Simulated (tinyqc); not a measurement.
Franz-Keldysh effect at a direct gap, step by step. Values are carried at full precision from step to step, so a last printed digit may differ when a step is redone from the rounded ones.

Parabolic bands, vertical transitions, no excitons. For each hole band j: mr = me mj/(me + mj); joint density of states J_j(E) = (mr/c)^(3/2) sqrt(E - Eg)/(2 pi^2), both spins, c = hbar^2/2m0; averaged matrix element |e.p|^2 = m0 Ep/6; alpha_j(E) = 4 pi^2 alpha_f c Ep J_j/(3 nr E) in 1/angstrom (alpha_f the fine-structure constant, listed as alpha among the constants), times 1e8 for 1/cm.

In a field Fd (1 kV/cm = 1e-5 V/angstrom) the electro-optic energy of band j is th = (c (e Fd)^2/mr)^(1/3), and sqrt(E - Eg) in J_j is replaced by pi sqrt(th) [Ai'(b)^2 - b Ai(b)^2] with b = (Eg - E)/th; Ai is the Airy function.

Constants: hbar^2/2m0 = 3.80998211 eV angstrom^2; fine-structure constant alpha = 0.007297352564.

Inputs chosen for the exercise (near those of InGaAs; not measured data): Eg = 0.758 eV (direct gap); me = 0.0424 m0 (electron mass); mhh = 0.45 m0 (heavy-hole mass); mlh = 0.0528 m0 (light-hole mass); Ep = 23.6 eV (Kane energy); nr = 3.49 (refractive index); Fd = 81 kV/cm (uniform field); E = 0.727 eV (photon energy); L = 210 micrometre (length of a waveguide).

## Electro-optic energy and length

For each hole band give mr, th and the length th/(e Fd).

Scales:

| hole | mr (m0) | th (meV) | length (angstrom) |
|---|---|---|---|
| heavy | 0.03875 | 40.106 | 49.5 |
| light | 0.02352 | 47.371 | 58.5 |

The light-hole pair has th larger by a factor 1.181, the cube root of the ratio of reduced masses.

## Airy factors at E

Ai is the Airy function, th the electro-optic energy of each hole band from the table (its other columns are not needed here), b = (Eg - E)/th with th in eV; the factor takes the place of sqrt(E - Eg) in the joint density of states.

Form b, Ai(b), Ai'(b) and the factor pi sqrt(th) [Ai'^2 - b Ai^2] for each band, beside sqrt(E - Eg) (zero below the gap).

Factors:

| hole | b | Ai(b) | Ai'(b) | factor (eV^(1/2)) | without field |
|---|---|---|---|---|---|
| heavy | 0.7729 | 0.1749 | -0.1901 | 0.007849 | 0.0000 |
| light | 0.6544 | 0.1984 | -0.2058 | 0.01135 | 0.0000 |

## Absorption with and without the field

Put the factors in place of sqrt(E - Eg) in alpha_j and add the bands; a waveguide of length L changes its transmission by 4.343 (alpha(F) - alpha(0)) L dB.

alpha_j in the field (1/cm): heavy 139, light 94.9

alpha(F) = 234 1/cm
alpha(0) = 0 1/cm
change of loss = 21.3 dB

Below the gap the field opens a tail where this model has no absorption; excitons and band tails absorb within some 10 to 20 meV of a real edge. Excitons, which add a sharp peak at low field, are left out.

## Checks

- Airy factor at b = -40 against the zero-field limit sqrt(-b): 6.33 against 6.32.

tinyqc: `OMP_NUM_THREADS=1 python tinyqc.py 1652295 1652296 out.jsonl`; about 0.01 s, one thread, shared Intel(R) Xeon(R) Processor @ 2.30GHz.
